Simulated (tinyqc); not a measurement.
Worked calculation: RHF in the 3-21g basis, for H2, spin multiplicity 1. Computed by tinyqc, a small Python program that keeps every step (integrals from PySCF). Settings: charge = 0, multiplicity = 1, basis = 3-21g, energy threshold = 1e-10, iteration cap = 82, orthogonalisation = symmetric, start = Wolfsberg-Helmholz matrix, DIIS depth = 0, method = RHF. Command: `OMP_NUM_THREADS=1 python tinyqc.py 29245 29246 out.jsonl` (the two numbers bound the seeds that draw the settings). One thread of a shared host (Intel(R) Xeon(R) Processor @ 2.60GHz), about 0.05 s of CPU time with the checks. Later iterations appear only in the table of the cycle.

## One-electron integrals

Geometry (angstrom):
```
atom       x       y       z
H     0.0000  0.0000  0.0000
H     0.0000  0.0000  0.8130
```

Basis 3-21g: exponents (1/bohr^2) and contraction coefficients of normalised primitives:
```
element  l (shell)  exponent  coefficient
H            s (1)    5.4472       0.1563
H            s (1)    0.8245       0.9047
H            s (2)    0.1832       1.0000
```

Overlap, kinetic and nuclear-attraction integrals over the contracted functions; the nuclear repulsion is the sum of Za Zb / Rab.

nuclear repulsion = 0.650894 hartree

overlap S, order 1H 1s, 1H 2s, 2H 1s, 2H 2s:
```
[[1.0000, 0.6459, 0.3383, 0.4520],
 [0.6459, 1.0000, 0.4520, 0.8056],
 [0.3383, 0.4520, 1.0000, 0.6459],
 [0.4520, 0.8056, 0.6459, 1.0000]]
```

kinetic energy T (hartree), order 1H 1s, 1H 2s, 2H 1s, 2H 2s:
```
[[1.5494, 0.2932, 0.1254, 0.1562],
 [0.2932, 0.2748, 0.1562, 0.1895],
 [0.1254, 0.1562, 1.5494, 0.2932],
 [0.1562, 0.1895, 0.2932, 0.2748]]
```

nuclear attraction V (hartree), order 1H 1s, 1H 2s, 2H 1s, 2H 2s:
```
[[-2.3690, -1.1914, -0.7713, -0.8643],
 [-1.1914, -1.2112, -0.8643, -1.0260],
 [-0.7713, -0.8643, -2.3690, -1.1914],
 [-0.8643, -1.0260, -1.1914, -1.2112]]
```

core Hamiltonian H = T + V (hartree), order 1H 1s, 1H 2s, 2H 1s, 2H 2s:
```
[[-0.8196, -0.8983, -0.6459, -0.7081],
 [-0.8983, -0.9364, -0.7081, -0.8366],
 [-0.6459, -0.7081, -0.8196, -0.8983],
 [-0.7081, -0.8366, -0.8983, -0.9364]]
```

## Two-electron integrals

Functions are numbered as in S; the eight-fold symmetry (ij|kl) = (ji|kl) = (kl|ij) leaves the list below.

Two-electron integrals (ij|kl) in chemists' order, unique and non-zero (hartree):
```
(11|11) 1.1401   (21|11) 0.6114   (21|21) 0.3452   (22|11) 0.6264
(22|21) 0.3803   (22|22) 0.4830   (31|11) 0.3112   (31|21) 0.1775
(31|22) 0.1980   (31|31) 0.1195   (32|11) 0.3060   (32|21) 0.1855
(32|22) 0.2316   (32|31) 0.1324   (32|32) 0.1684   (33|11) 0.6273
(33|21) 0.3891   (33|22) 0.5024   (33|31) 0.3112   (33|32) 0.4203
(33|33) 1.1401   (41|11) 0.4203   (41|21) 0.2382   (41|22) 0.2643
(41|31) 0.1324   (41|32) 0.1416   (41|33) 0.3060   (41|41) 0.1684
(42|11) 0.4755   (42|21) 0.2907   (42|22) 0.3755   (42|31) 0.1689
(42|32) 0.2094   (42|33) 0.4755   (42|41) 0.2094   (42|42) 0.3134
(43|11) 0.3891   (43|21) 0.2403   (43|22) 0.3123   (43|31) 0.1775
(43|32) 0.2382   (43|33) 0.6114   (43|41) 0.1855   (43|42) 0.2907
(43|43) 0.3452   (44|11) 0.5024   (44|21) 0.3123   (44|22) 0.4215
(44|31) 0.1980   (44|32) 0.2643   (44|33) 0.6264   (44|41) 0.2316
(44|42) 0.3755   (44|43) 0.3803   (44|44) 0.4830
```

## Orthogonalisation

S = U s U^T; symmetric (Loewdin) form X = U s^(-1/2) U^T, so that X^T S X = 1.

eigenvalues of S: [0.1244, 0.4495, 0.7317, 2.6944]

X, order 1H 1s, 1H 2s, 2H 1s, 2H 2s:
```
[[1.2516, -0.4817, -0.1094, 0.0502],
 [-0.4817, 1.8007, 0.0502, -0.8421],
 [-0.1094, 0.0502, 1.2516, -0.4817],
 [0.0502, -0.8421, -0.4817, 1.8007]]
```

## Starting guess

The start is the generalised Wolfsberg-Helmholz matrix (K = 1.75) built on H; D = 2 C_occ C_occ^T.

D at the start, order 1H 1s, 1H 2s, 2H 1s, 2H 2s:
```
[[0.0817, 0.1571, 0.0817, 0.1571],
 [0.1571, 0.3022, 0.1571, 0.3022],
 [0.0817, 0.1571, 0.0817, 0.1571],
 [0.1571, 0.3022, 0.1571, 0.3022]]
```

## Iteration 1: building the Fock matrix

J_ij = sum D_kl (ij|kl), K_ij = sum D_kl (ik|jl); F = H + J - 0.5 K; E = tr D H + tr D J / 2 - 0.25 tr D K + E_nn.

Coulomb J (hartree), order 1H 1s, 1H 2s, 2H 1s, 2H 2s:
```
[[1.3665, 0.8129, 0.4869, 0.5880],
 [0.8129, 0.9984, 0.5880, 0.8360],
 [0.4869, 0.5880, 1.3665, 0.8129],
 [0.5880, 0.8360, 0.8129, 0.9984]]
```

exchange K (hartree), order 1H 1s, 1H 2s, 2H 1s, 2H 2s:
```
[[0.8746, 0.8201, 0.6552, 0.7491],
 [0.8201, 0.8893, 0.7491, 0.8575],
 [0.6552, 0.7491, 0.8746, 0.8201],
 [0.7491, 0.8575, 0.8201, 0.8893]]
```

Fock matrix F (hartree), order 1H 1s, 1H 2s, 2H 1s, 2H 2s:
```
[[0.1096, -0.4954, -0.4866, -0.4947],
 [-0.4954, -0.3828, -0.4947, -0.4293],
 [-0.4866, -0.4947, 0.1096, -0.4954],
 [-0.4947, -0.4293, -0.4954, -0.3828]]
```

total energy of this density = -1.096804 hartree

## Iteration 1: diagonalisation and new density

Diagonalise F' = X^T F X, C = X C', fill 1 alpha and 1 beta electrons from the bottom; D = 2 C_occ C_occ^T. Each column has its largest component positive (the first on a tie).

F' = X^T F X (hartree):
```
[[0.7258, -0.6233, -0.3928, -0.1233],
 [-0.6233, 0.2493, -0.1233, -0.2467],
 [-0.3928, -0.1233, 0.7258, -0.6233],
 [-0.1233, -0.2467, -0.6233, 0.2493]]
```

orbital energies (hartree): [-0.5969, 0.2183, 0.9325, 1.3963]

coefficients C, order 1H 1s, 1H 2s, 2H 1s, 2H 2s:
```
[[0.2678, 0.1384, 0.8208, -1.0240],
 [0.3374, 1.4511, -0.6623, 1.2362],
 [0.2678, -0.1384, 0.8208, 1.0240],
 [0.3374, -1.4511, -0.6623, -1.2362]]
```

D after iteration 1, order 1H 1s, 1H 2s, 2H 1s, 2H 2s:
```
[[0.1434, 0.1807, 0.1434, 0.1807],
 [0.1807, 0.2277, 0.1807, 0.2277],
 [0.1434, 0.1807, 0.1434, 0.1807],
 [0.1807, 0.2277, 0.1807, 0.2277]]
```

## Iteration 2: building the Fock matrix

As before.

Coulomb J (hartree), order 1H 1s, 1H 2s, 2H 1s, 2H 2s:
```
[[1.4406, 0.8493, 0.5147, 0.6157],
 [0.8493, 1.0253, 0.6157, 0.8602],
 [0.5147, 0.6157, 1.4406, 0.8493],
 [0.6157, 0.8602, 0.8493, 1.0253]]
```

exchange K (hartree), order 1H 1s, 1H 2s, 2H 1s, 2H 2s:
```
[[0.9803, 0.8667, 0.7311, 0.7918],
 [0.8667, 0.8812, 0.7918, 0.8507],
 [0.7311, 0.7918, 0.9803, 0.8667],
 [0.7918, 0.8507, 0.8667, 0.8812]]
```

Fock matrix F (hartree), order 1H 1s, 1H 2s, 2H 1s, 2H 2s:
```
[[0.1308, -0.4823, -0.4967, -0.4883],
 [-0.4823, -0.3517, -0.4883, -0.4017],
 [-0.4967, -0.4883, 0.1308, -0.4823],
 [-0.4883, -0.4017, -0.4823, -0.3517]]
```

total energy of this density = -1.118643 hartree

## Iteration 2: diagonalisation and new density

As before.

F' = X^T F X (hartree):
```
[[0.7536, -0.6264, -0.4144, -0.1251],
 [-0.6264, 0.2761, -0.1251, -0.2336],
 [-0.4144, -0.1251, 0.7536, -0.6264],
 [-0.1251, -0.2336, -0.6264, 0.2761]]
```

orbital energies (hartree): [-0.5751, 0.2392, 0.9568, 1.4385]

coefficients C, order 1H 1s, 1H 2s, 2H 1s, 2H 2s:
```
[[0.2771, 0.1261, 0.8177, -1.0256],
 [0.3299, 1.4659, -0.6661, 1.2186],
 [0.2771, -0.1261, 0.8177, 1.0256],
 [0.3299, -1.4659, -0.6661, -1.2186]]
```

D after iteration 2, order 1H 1s, 1H 2s, 2H 1s, 2H 2s:
```
[[0.1536, 0.1828, 0.1536, 0.1828],
 [0.1828, 0.2177, 0.1828, 0.2177],
 [0.1536, 0.1828, 0.1536, 0.1828],
 [0.1828, 0.2177, 0.1828, 0.2177]]
```

## Iteration 7 (converged): orbitals

converged F (hartree), order 1H 1s, 1H 2s, 2H 1s, 2H 2s:
```
[[0.1346, -0.4797, -0.4982, -0.4869],
 [-0.4797, -0.3462, -0.4869, -0.3967],
 [-0.4982, -0.4869, 0.1346, -0.4797],
 [-0.4869, -0.3967, -0.4797, -0.3462]]
```

As before.

F' = X^T F X (hartree):
```
[[0.7581, -0.6266, -0.4181, -0.1252],
 [-0.6266, 0.2807, -0.1252, -0.2313],
 [-0.4181, -0.1252, 0.7581, -0.6266],
 [-0.1252, -0.2313, -0.6266, 0.2807]]
```

orbital energies (hartree): [-0.5710, 0.2427, 0.9604, 1.4455]

coefficients C, order 1H 1s, 1H 2s, 2H 1s, 2H 2s:
```
[[0.2787, 0.1240, 0.8172, -1.0259],
 [0.3286, 1.4684, -0.6667, 1.2156],
 [0.2787, -0.1240, 0.8172, 1.0259],
 [0.3286, -1.4684, -0.6667, -1.2156]]
```

D after iteration 7, order 1H 1s, 1H 2s, 2H 1s, 2H 2s:
```
[[0.1554, 0.1832, 0.1554, 0.1832],
 [0.1832, 0.2159, 0.1832, 0.2159],
 [0.1554, 0.1832, 0.1554, 0.1832],
 [0.1832, 0.2159, 0.1832, 0.2159]]
```

## Convergence

Stop when the energy changes by less than 1e-10 hartree and every element of the error matrix X^T (F D S - S D F) X is below 3e-06.

Course of the cycle:
```
iteration  E (hartree)     change  largest element of the error matrix
1            -1.096804          -                             1.20e-01
2            -1.118643  -2.18e-02                             1.74e-02
3            -1.119097  -4.55e-04                             2.55e-03
4            -1.119107  -9.71e-06                             3.73e-04
5            -1.119107  -2.08e-07                             5.46e-05
6            -1.119107  -4.46e-09                             7.99e-06
7            -1.119107  -9.57e-11                             1.17e-06
```

PySCF RHF in the same basis = -1.119107 hartree

Converged in 7 iterations.

## Populations, bond orders and dipole

Mulliken: Z minus the diagonal of D S on the atom; Loewdin: the same with S^(1/2) D S^(1/2); Mayer order: 2 sum_s sum (D(s) S)_ij (D(s) S)_ji over the two atoms.

Charges (e):
```
atom  Mulliken  Loewdin
1H           0        0
2H           0        0
```

Mayer bond orders:
```
pair   order
2-1   1.0000
```

dipole moment about the origin, x y z (debye): [0.0000, 0.0000, 0.0000]
